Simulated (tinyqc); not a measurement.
Metal-induced gap states at the contact of a metal chain and a two-band chain: one step. Decay in the gap. Four cases, with inputs chosen for the exercise.

Question. Form cosh(q a), l = exp(-q a), q and the decay length 1/(2q) of the density.

The semiconductor alternates sites A at -Eg/2 and C at +Eg/2 with hopping -t; the gap runs from -Eg/2 to Eg/2. In the gap cosh(q a) = 1 + (Eg^2/4 - E^2)/(2 t^2) and the amplitude changes by -exp(-q a) a period. The metal has site energy 0 and hopping -tm; its end site has g_m = (E - i sqrt(4 tm^2 - E^2))/(2 tm^2). Sites 1, 2, ... count into the semiconductor, with energies e1, e2 alternating. The clean half chain has g1 = 1/(E - e1 - t^2 g2), g2 = 1/(E - e2 - t^2 g1), decaying root. With the contact G11 = 1/(1/g1 - tc^2 g_m), and the density on site j is -Im G_jj/pi = |psi_j/psi_1|^2 (-Im G11/pi), per spin, with psi_2/psi_1 = -t g2, psi_3/psi_2 = -t g1.

Case 1.

Values chosen (gap and optical dielectric constant near those of SiC; the chain itself is a model; the results hold for these values, not for the real material): Eg = 3.32 eV (gap); t = 2.44 eV (hopping in the semiconductor); a = 3.08 angstrom (period (two sites); one chain for each area a^2); E = 1.23 eV (energy from mid-gap).

Case 2.

Values chosen (gap and optical dielectric constant near those of HfO2; the chain itself is a model; the results hold for these values, not for the real material): Eg = 5.46 eV (gap); t = 3.09 eV (hopping in the semiconductor); a = 3.6 angstrom (period (two sites); one chain for each area a^2); E = 1.91 eV (energy from mid-gap).

Case 3.

Values chosen (gap and optical dielectric constant near those of GaN; the chain itself is a model; the results hold for these values, not for the real material): Eg = 3.47 eV (gap); t = 2.28 eV (hopping in the semiconductor); a = 3.19 angstrom (period (two sites); one chain for each area a^2); E = 0.5 eV (energy from mid-gap).

Case 4.

Values chosen (gap and optical dielectric constant near those of HfO2; the chain itself is a model; the results hold for these values, not for the real material): Eg = 5.47 eV (gap); t = 2.51 eV (hopping in the semiconductor); a = 3.6 angstrom (period (two sites); one chain for each area a^2); E = 0.83 eV (energy from mid-gap).

Give: cosh(q a); l; q; xi, the decay length of the density.

Answer.

Case 1.

cosh(q a) = 1.10437
l = 0.63573
q = 0.14707 1/angstrom
xi, the decay length of the density = 3.400 angstrom

Case 2.

cosh(q a) = 1.19924
l = 0.53729
q = 0.17256 1/angstrom
xi, the decay length of the density = 2.898 angstrom

Case 3.

cosh(q a) = 1.26549
l = 0.48995
q = 0.22365 1/angstrom
xi, the decay length of the density = 2.236 angstrom

Case 4.

cosh(q a) = 1.53899
l = 0.36917
q = 0.27681 1/angstrom
xi, the decay length of the density = 1.806 angstrom

Computed by tinyqc, one run a case: `OMP_NUM_THREADS=1 python tinyqc.py N N+1 out.jsonl` with N = 1480024, 1480103, 1480231, 1480276; one thread of a shared Intel(R) Xeon(R) Processor @ 2.30GHz, about 0.01 s a run at most.
